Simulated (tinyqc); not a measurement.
KAI against NLS in time: switching kinetics of a ferroelectric film and the memory window of a ferroelectric gate stack. Computed by tinyqc, a small Python program. Command: `OMP_NUM_THREADS=1 python tinyqc.py 3021307 3021308 out.jsonl feswitch walk`. One thread of a shared host (Intel(R) Xeon(R) Processor @ 2.30GHz), about 0.02 s of CPU time with the checks.

Fields in MV/cm; 1 microcoulomb/cm^2 over eps_0 is 11.29409 MV/cm. In the stack (metal, ferroelectric, interlayer, channel) the channel is taken as a conductor.

Inputs (values chosen for the exercise, for a model hafnia-based film): dimension n = 3; half width w of log10 t = 0.74.

Method. KAI: 1 - exp[-(t/t1)^n]. NLS: the same kernel averaged over the Lorentzian F = (1/pi) w/[(z - log10 t1)^2 + w^2] in z = log10 tau.

Switched share:
```
log10(t/t1)     KAI      NLS
-3.0         0.0000  0.07941
-2.0         0.0000  0.11829
-1.0         0.0010  0.22049
-0.5         0.0311  0.34235
-0.2         0.2221  0.45159
0.0          0.6321  0.53279
0.2          0.9813  0.61083
0.5          1.0000  0.70704
1.0          1.0000  0.80654
2.0          1.0000  0.89071
3.0          1.0000  0.92479
```

What does the comparison show, and why?

KAI goes from 10 to 90 % within 0.45 decades of time; a Lorentzian of this width needs about 2 w tan(0.4 pi) = 4.6 decades. Three decades after t1, 7.5 % of the NLS film has not switched, and three decades before it 7.9 % already has: the tails set write margins and disturb errors.
